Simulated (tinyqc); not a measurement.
One-electron ion in a basis of Gaussians, step by step. Computed by tinyqc, a small Python program that keeps every step. Settings: Z = 6, l = 1. Command: `OMP_NUM_THREADS=1 python tinyqc.py 30046 30047 out.jsonl` (the two numbers bound the seeds that draw the settings). One thread of a shared host (Intel(R) Xeon(R) Processor @ 2.60GHz), about 0.01 s of CPU time with the checks.

## Matrices over normalised Gaussians

exponents of r^l exp(-a r^2) (1/bohr^2): 0.49550  1.87200  7.07300  26.72000  101.00000  381.50000  1441.00000

Z = 6

l = 1

With p = a_i + a_j and I(k) = Gamma((k+1)/2) / (2 p^((k+1)/2)): S = I(2l+2), T = (2l+3) a_i a_j S / p, V = -Z I(2l+1), each divided by sqrt(S_ii S_jj).

S:
```
         1        2        3        4        5        6        7
1  1.00000  0.59709  0.17213  0.03697  0.00726  0.00139  0.00026
2  0.59709  1.00000  0.59705  0.17214  0.03695  0.00726  0.00139
3  0.17213  0.59705  1.00000  0.59712  0.17206  0.03696  0.00726
4  0.03697  0.17214  0.59712  1.00000  0.59686  0.17209  0.03697
5  0.00726  0.03695  0.17206  0.59686  1.00000  0.59717  0.17222
6  0.00139  0.00726  0.03696  0.17209  0.59717  1.00000  0.59718
7  0.00026  0.00139  0.00726  0.03697  0.17222  0.59718  1.00000
```

T (hartree):
```
         1        2         3         4          5          6           7
1  1.23875  1.16968   0.39854   0.08993    0.01789    0.00344     0.00066
2  1.16968  4.68000   4.41886   1.50577    0.33956    0.06760     0.01300
3  0.39854  4.41886  17.68250  16.69712    5.68678    1.28340     0.25549
4  0.08993  1.50577  16.69712  66.80000   63.05854   21.48621     4.84920
5  0.01789  0.33956   5.68678  63.05854  252.50000  238.44608    81.27683
6  0.00344  0.06760   1.28340  21.48621  238.44608  953.75000   900.66916
7  0.00066  0.01300   0.25549   4.84920   81.27683  900.66916  3602.50000
```

V (hartree):
```
          1         2          3          4          5           6           7
1  -4.49316  -4.14665   -2.13737   -0.87058   -0.32992    -0.12264    -0.04535
2  -4.14665  -8.73339   -8.05965   -4.15460   -1.69153    -0.64136    -0.23842
3  -2.13737  -8.05965  -16.97586  -15.66703   -8.07350    -3.28865    -1.24693
4  -0.87058  -4.15460  -15.66703  -32.99501  -30.44525   -15.69333    -6.39262
5  -0.32992  -1.69153   -8.07350  -30.44525  -64.14912   -59.20594   -30.52481
6  -0.12264  -0.64136   -3.28865  -15.69333  -59.20594  -124.67441  -115.06762
7  -0.04535  -0.23842   -1.24693   -6.39262  -30.52481  -115.06762  -242.30481
```

## Generalised eigenproblem

H = T + V (hartree):
```
          1         2         3         4          5          6           7
1  -3.25441  -2.97697  -1.73883  -0.78064   -0.31203   -0.11920    -0.04470
2  -2.97697  -4.05339  -3.64079  -2.64882   -1.35197   -0.57376    -0.22542
3  -1.73883  -3.64079   0.70664   1.03009   -2.38673   -2.00525    -0.99144
4  -0.78064  -2.64882   1.03009  33.80499   32.61329    5.79287    -1.54343
5  -0.31203  -1.35197  -2.38673  32.61329  188.35088  179.24014    50.75201
6  -0.11920  -0.57376  -2.00525   5.79287  179.24014  829.07559   785.60154
7  -0.04470  -0.22542  -0.99144  -1.54343   50.75201  785.60154  3360.19519
```

Solve H C = S C e through S^(-1/2); each column has its largest component positive (the first on a tie).

eigenvalues of S: 0.11715  0.21413  0.41008  0.74635  1.24670  1.85994  2.40565

eigenvalues (hartree): -4.48703  -1.74546  7.00122  54.45002  260.60161  1096.29303  4500.86708

coefficients:
```
         1         2         3         4         5         6         7
1  0.30761   1.17092   0.48350  -0.15624   0.05962  -0.02447   0.01017
2  0.67936  -0.79841  -1.22237   0.48745  -0.18645   0.07602  -0.03151
3  0.16979  -0.14449   1.29472  -1.08907   0.45960  -0.18582   0.07640
4  0.01966  -0.01926  -0.02806   1.39353  -1.02102   0.43949  -0.17832
5  0.00227  -0.00152   0.02231  -0.11291   1.41727  -0.98321   0.41769
6  0.00018  -0.00023  -0.00239   0.02610  -0.14682   1.41022  -0.92872
7  0.00003  -0.00001   0.00054  -0.00345   0.02387  -0.13402   1.30767
```

For Z = 6 and l = 1 the exact lowest level is -Z^2/(2 n^2) with n = l + 1: -4.500000 hartree.
